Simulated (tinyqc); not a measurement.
A run and its error bars: classical Heisenberg spin chain: exact results, Metropolis, heat-bath and over-relaxation steps, and a Monte Carlo run. Computed by tinyqc, a small Python program. Command: `OMP_NUM_THREADS=1 python tinyqc.py 3130487 3130488 out.jsonl heismc walk`. One thread of a shared host (Intel(R) Xeon(R) Processor @ 2.30GHz), about 0.2 s of CPU time with the checks.

E = -J sum_i s_i . s_(i+1) for unit vectors s_i on an open chain; K = J/(k_B T).

Inputs (values chosen for the exercise, for a model chain of large moments):

| quantity | value | unit |
|---|---|---|
| coupling J | 36 | meV |
| temperature T | 464 | K |
| moment mu | 5.4 | mu_B |
| length N of the open chain | 12 | - |
| seed | 820393 | - |

Update: heat bath with over-relaxation.

Constants: k_B = 8.617333262e-05 eV/K; mu_B = 5.7883818060e-05 eV/T.

Method:
- Each bond angle is independent, so u = <s_i . s_(i+1)> = coth K - 1/K, <s_i . s_(i+n)> = u^n, correlation length xi = -1/ln|u|, energy per bond -J u, heat capacity per bond c/k_B = 1 - K^2/sinh^2 K, and for the long chain chi = mu^2 (1 + u)/(3 k_B T (1 - u)) per spin.
- For N spins, <|sum s|^2>/N = (1 + u)/(1 - u) - 2 u (1 - u^N)/(N (1 - u)^2); the long chain has (1 + u)/(1 - u), chi over the Curie value, and the difference is relative to it.
- From the ordered state (alternating for J < 0), with each spin drawn from exp(h . s), h = K x sum of neighbours, 200 sweeps are discarded and 1600 recorded (even and odd sites in turn, each heat-bath sweep followed by two sweeps of reflections; random numbers not printed, so these rows are one sample). Errors are the scatter of block means over sqrt(number of blocks).

K = 0.900351

u = 0.285056

<|sum s|^2>/N = 1.70448

Blocking:

| block length | mean bond product | error | <\|sum s\|^2>/N | error |
|---|---|---|---|---|
| 1 | 0.29021 | 0.0039276 | 1.7126 | 0.031452 |
| 4 | 0.29021 | 0.0039818 | 1.7126 | 0.033585 |
| 16 | 0.29021 | 0.0046224 | 1.7126 | 0.033785 |
| 40 | 0.29021 | 0.0044428 | 1.7126 | 0.032745 |
| 80 | 0.29021 | 0.0039718 | 1.7126 | 0.030863 |

With blocks of 40 the bond product is 1.2 error bars from the exact u = 0.2851, and <|sum s|^2>/N is 0.2 from the exact 1.704. Blocking to 40 changes the two errors by factors 1.1 and 1.0.
